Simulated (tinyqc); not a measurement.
Raman line shape of confined optical phonons and breathing modes of small crystals. Changing the natural width Gamma_0. Computed by tinyqc, a small Python program. Command: `OMP_NUM_THREADS=1 python tinyqc.py 3017254 3017255 out.jsonl confine sweep`. One thread of a shared host (Intel(R) Xeon(R) Processor @ 2.30GHz), about 0.04 s of CPU time with the checks.

Confinement in 1 direction(s) lets phonons with q away from zero scatter light. q is in units of 2 pi/a, from 0 to 1, and the branch is isotropic: omega(q)^2 = (omega_0^2 + omega_X^2)/2 + ((omega_0^2 - omega_X^2)/2) cos(pi q). The model and its constant beta are phenomenological; beta = 8 is the common choice.

Inputs (values chosen for the exercise, modelled on diamond):
```
quantity                                value      unit
bulk frequency omega_0                   1332      1/cm
frequency at the zone boundary omega_X   1200      1/cm
lattice constant a                      3.567  angstrom
size L                                    6.4        nm
confinement constant beta                   8         -
probe offset omega - omega_0             -3.1      1/cm
```

Shape: film.

Method:
- Weight W(q) = q^0 exp(-(2 L q/a)^2/(2 beta)) dq, that is exp(-k^2 L^2/(2 beta pi^2)) for k = 2 pi q/a.
- I(omega) = int W(q) / [(omega - omega(q))^2 + (Gamma_0/2)^2] dq / int W dq x (Gamma_0/2)^2, by 400 Gauss-Legendre points on 0 < q < min(1, 2.5 a sqrt(2 beta)/L).
- Bulk Lorentzian 1/(1 + (2 offset/Gamma)^2); mean shift = weighted mean of omega(q) less the bulk frequency.
- The peak is the maximum of I; the width is taken between the half-maximum points, and the asymmetry is the low-side half-width over the high-side one.

One run for each value:
```
natural width Gamma_0 (1/cm)  peak shift (1/cm)  asymmetry  full width (1/cm)  mean shift, from the weights (1/cm)
0.8                                    -0.20139     2.4494             1.7283                              -1.8980
1.2                                    -0.28522     2.1661             2.3367                              -1.8980
1.8                                    -0.39607     1.9037             3.1445                              -1.8980
2.7                                    -0.53700     1.6726             4.2321                              -1.8980
4.1                                    -0.71353     1.4730             5.7792                              -1.8980
6.2                                    -0.91423     1.3152             7.9503                              -1.8980
9.3                                    -1.12460     1.1976            11.0240                              -1.8980
14.0                                   -1.33320     1.1130            15.5880                              -1.8980
```

Over the rows, peak shift (1/cm) falls from -0.201 to -1.33 (exponent d ln y / d ln x 0.86 between the first rows and 0.42 between the last); asymmetry falls from 2.45 to 1.11 (exponent d ln y / d ln x -0.30 between the first rows and -0.18 between the last); full width (1/cm) rises from 1.73 to 15.6 (exponent d ln y / d ln x 0.74 between the first rows and 0.85 between the last). A broad natural line averages over the spread of omega(q): the peak moves towards the mean shift and the asymmetry fades.

Extremes, crossings and ranges named in words are read from the listed rows.
